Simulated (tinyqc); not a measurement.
# Yield against design margin

Cells fail independently with probability Q(k) = erfc(k/sqrt(2))/2 when the margin is k standard deviations, and Y = exp(-Nb Q(k)). phi = exp(-k^2/2)/sqrt(2 pi).  k = margin/s(dVT). With one spare that repairs any one cell, Y1 = exp(-x)(1 + x), x = Nb Q(k).

Inputs (values chosen for the exercise):

| symbol | value | unit | meaning |
|---|---|---|---|
| Nb | 8388608 |  | number of cells |

s(dVT) = 48.2 mV

Result of one run:

| k | Q(k) | expected failures x | Y | Y1 |
|---|---|---|---|---|
| 5.809 | 3.140e-9 | 0.02634 | 0.9740 | 0.9997 |

Which margin M gave this result: 224, 241, 280, 297 or 336 mV?

M = 280 mV.

The whole series:

| M (mV) | k | Q(k) | expected failures x | Y | Y1 |
|---|---|---|---|---|---|
| 224 | 4.647 | 1.682e-6 | 14.11 | 7.482e-7 | 1.130e-5 |
| 241 | 5.000 | 2.867e-7 | 2.405 | 0.09030 | 0.3074 |
| 252 | 5.228 | 8.558e-8 | 0.7179 | 0.4878 | 0.8380 |
| 263 | 5.456 | 2.429e-8 | 0.2038 | 0.8157 | 0.9819 |
| 280 | 5.809 | 3.140e-9 | 0.02634 | 0.9740 | 0.9997 |
| 297 | 6.162 | 3.596e-10 | 0.003016 | 0.9970 | 1.000 |
| 314 | 6.515 | 3.646e-11 | 3.059e-4 | 0.9997 | 1.000 |
| 336 | 6.971 | 1.574e-12 | 1.320e-5 | 1.000 | 1.000 |

Over a change of the margin from 224 to 336 mV, k goes from 4.65 to 6.97, the expected failures fall by 6.0 decades and the yield goes from 7.48e-7 to 1.000. The spare helps most at M = 252 mV among the rows, where it lifts the yield from 0.488 to 0.838.

Computed by the program tinyqc: `OMP_NUM_THREADS=1 python tinyqc.py 2090102 2090103 out.jsonl`, one thread of a shared Intel Xeon 2.30GHz, about 0.02 s for the whole run.
